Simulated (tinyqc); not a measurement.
# Admittance spectroscopy of a deep trap: several studies

Schottky contact on an n-type layer with shallow donors Nd (all ionised) and a donor-like deep trap, neutral when filled and positive when empty; depletion approximation. Traps within lam of the depletion edge stay filled. The traps at xt = W - lam, where the level crosses the Fermi level, follow a slow signal and not a fast one. w = 2 pi f.

Values chosen for this exercise; material values close to those of germanium: relative permittivity eps_r = 15.7; conduction-band density of states at 300 K Nc = 1.05e19 cm^-3; thermal velocity at 300 K vth = 3.4e7 cm/s; shallow donor density Nd = 8e15 cm^-3; built-in voltage Vbi = 0.43 V; depth of the trap below the conduction edge Et = 0.25 eV; capture cross-section sn = 4.4e-17 cm^2; trap density Nt = 7.8e14 cm^-3; reverse bias Vr = 0 V; temperature T = 187 K.

Constants: q = 1.602176634e-19 C, kB = 1.380649e-23 J/K, eps0 = 8.8541878128e-14 F/cm where lengths are in cm. Results are converted to the units shown.

Each table varies one quantity; the others keep the values above.

## Effect of the bias

Emission rate en = sn vth(T) Nc(T) exp(-Et/kB T) = sn g T^2 exp(-Et/kB T), g = vth Nc/(300 K)^2, as vth goes as T^0.5 and Nc as T^1.5 (degeneracy factor 1). lam = sqrt(2 eps0 eps_r (EF - ET)/(q Nd)), EF - ET = Et - (kB T/q) ln(Nc(T)/Nd), Nc(T) = Nc (T/300 K)^1.5. In the steady state at the band bending V, 2 eps0 eps_r V/q = Nd W^2 + Nt (W - lam)^2 (the second term only if W > lam). V = Vbi + Vr. C_HF = eps0 eps_r/W, C_LF = eps0 eps_r (Nd + Nt)/(Nd W + Nt xt). Inflection frequency w0 = 2 en [1 + Nt xt/(Nd W)]; C = C_HF + (C_LF - C_HF)/(1 + (w/w0)^2), G/w = (C_LF - C_HF)(w/w0)/(1 + (w/w0)^2).

Results:
```
Vr (V)  W (nm)     xt/W  C_HF (nF/cm^2)  step (nF/cm^2)  step (% of C_HF)
0       302.89  0.41302          45.894          2.5249            5.5015
0.9     525.99  0.66199          26.428         0.81817            3.0958
2.6     787.99  0.77437          17.641         0.36084            2.0454
3.4     884.36  0.79896          15.719         0.28585            1.8185
4.3     981.34  0.81883          14.165         0.23172            1.6358
5.1     1060.0  0.83227          13.114         0.19836            1.5126
6       1142.0  0.84431          12.173         0.17073            1.4025
```

Estimate the missing row, Vr = 1.7 V.

Computed row:
```
Vr (V)  W (nm)     xt/W  C_HF (nF/cm^2)  step (nF/cm^2)  step (% of C_HF)
1.7     662.64  0.73169          20.978         0.51224            2.4418
```

With this row back in the table: xt/W rises from 0.413 to 0.844 since lam stays at 178 nm, and the relative step falls from 5.50 to 1.40 %: the nearer xt lies to W in proportion, the less the traps add.

## Admittance against frequency

Same model as above.

V = Vbi + Vr.

Admittance against frequency:
```
f (Hz)  C (nF/cm^2)  G/w (nF/cm^2)
10            48.42        0.06824
25            48.41         0.1699
60            48.35         0.3992
150           48.06         0.8796
350           47.23          1.261
840           46.30         0.9310
2000          45.98         0.4513
4900          45.91         0.1894
12000         45.90        0.07772
```

What does the comparison show?

C falls from 48.4 to 45.9 nF/cm^2, between C_LF = 48.4 and C_HF = 45.9, and G/w goes from 0.0682 through a maximum of 1.26 (at f = 350 Hz among the rows listed) to 0.0777 nF/cm^2. The exact peak is half of the step, 1.26 nF/cm^2, at 370 Hz.

## Effect of the trap density

Same model as above.

V = Vbi + Vr.

Results:
```
Nt (cm^-3)  W (nm)  step (% of C_HF)  w0/(2 en)
1.7e14      304.84            1.2285     1.0089
7.5e14      302.99            5.2960     1.0387
1.6e15      300.44            10.942     1.0816
3.4e15      295.59            21.860     1.1694
7.1e15      287.41            41.016     1.3385
1.5e16      274.92            72.939     1.6624
3.2e16      258.84            121.98     2.2525
```

Estimate the missing row, Nt = 3.5e14 cm^-3.

Computed row:
```
Nt (cm^-3)  W (nm)  step (% of C_HF)  w0/(2 en)
3.5e14      304.26            2.5109     1.0182
```

With this row back in the table: The step rises from 1.23 to 122 %, as Nt^(0.99) between the first two rows and Nt^(0.68) between the last two, and w0/(2 en) rises from 1.01 to 2.25: for Nt near Nd the rule w0 = 2 en overstates the cross-section by that factor.

Program tinyqc, `OMP_NUM_THREADS=1 python tinyqc.py 2050145 2050146 out.jsonl`; Intel Xeon 2.30GHz, shared host, one thread, about 0.01 s.
